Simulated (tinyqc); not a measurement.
## Tunnelling through a two-layer gate stack, WKB transmission and Tsu-Esaki current: current against voltage

Electrons leave the emitter at x = 0. Energies E (motion across the layers) are in eV from the emitter Fermi level; the collector Fermi level lies at -V and offers states at every E. No charge in the dielectric and no image force: F1 = V/(t1 + t2 eps1/eps2), F2 = F1 eps1/eps2; U = phi1 - F1 x in layer 1 and phi2 - F1 t1 - F2 (x - t1) in layer 2. With C = hbar^2/(2 m0), kappa = sqrt(m (U - E)/C) where U > E and 0 elsewhere; T(E) = exp(-S), S = 2 times the integral of kappa over x.

Each layer adds (2/F) sqrt(m/C) [G(u at its left edge) - G(u at its right edge)] to S, with u = U - E (0 where negative) and G(u) = (2/3) u^1.5. J = J0 times the integral of T(E) N(E) dE, N = ln[(1 + exp(-E/Vt))/(1 + exp((-E - V)/Vt))], J0 = q^2 me m0 kB T/(2 pi^2 hbar^3) (times 1e-4 for A/cm^2 per eV), from E = -Ef to far above the barrier (T = 1 there), by quadrature converged to the digits shown.

Values chosen for this exercise; layer 1 close to silicon dioxide, layer 2 close to zirconium oxide:
- T = 300 K (temperature)
- Ef = 4.1 eV (Fermi energy of the emitter above its band bottom)
- me = 0.33 m0 (emitter mass in the supply function)
- phi1 = 3.25 eV (barrier of layer 1 above the emitter Fermi level at zero bias)
- m1 = 0.5 m0 (tunnelling mass of layer 1)
- t1 = 0.7 nm (thickness of layer 1)
- eps1 = 3.81 (relative permittivity of layer 1)
- phi2 = 1.41 eV (barrier of layer 2 at zero bias)
- m2 = 0.25 m0 (tunnelling mass of layer 2)
- t2 = 2.2 nm (thickness of layer 2)
- eps2 = 25.5 (relative permittivity of layer 2)

Constants: q = 1.602176634e-19 C, kB = 1.380649e-23 J/K, hbar = 1.054571817e-34 J s, m0 = 9.1093837015e-31 kg, Vt = kB T/q, hbar^2/(2 m0) = 0.0380998212 eV nm^2. Results are converted to the units shown.

Current against voltage:
```
V (V)	S at E = 0	T(E = 0)	J (A/cm^2)	mean E of the current (eV)
0.2	21.61	4.132e-10	0.04345	-0.2414
0.49	20.16	1.751e-9	0.2191	-0.2864
0.77	18.60	8.370e-9	0.9111	-0.2810
1.06	16.70	5.582e-8	4.687	-0.2490
1.35	14.21	6.764e-7	35.97	-0.1888
1.64	10.59	2.511e-5	812.5	-0.1110
1.92	8.559	1.919e-4	1.104e4	-0.1500
2.21	7.985	3.405e-4	6.009e4	-0.2287
2.5	7.814	4.041e-4	1.622e5	-0.3329
```

Read the table: what changes, and by how much?

J rises from 0.0435 to 1.62e5 A/cm^2, by 2.42 decades a volt between the first two rows and 1.49 between the last two. From V = 1.64 V on (among the rows) a band edge falls below the emitter Fermi level, so electrons at E = 0 no longer cross the full thickness. In 6 of the 9 rows the field exceeds 10 MV/cm (up to 24.3), more than most dielectrics sustain; the model ignores breakdown. In every row a layer is thinner than 0.8 nm, a few atomic planes, where an effective mass is a rough description.

Numbers from tinyqc (`OMP_NUM_THREADS=1 python tinyqc.py 2540009 2540010 out.jsonl`; about 0.03 s on one thread of a shared Intel Xeon 2.30GHz).
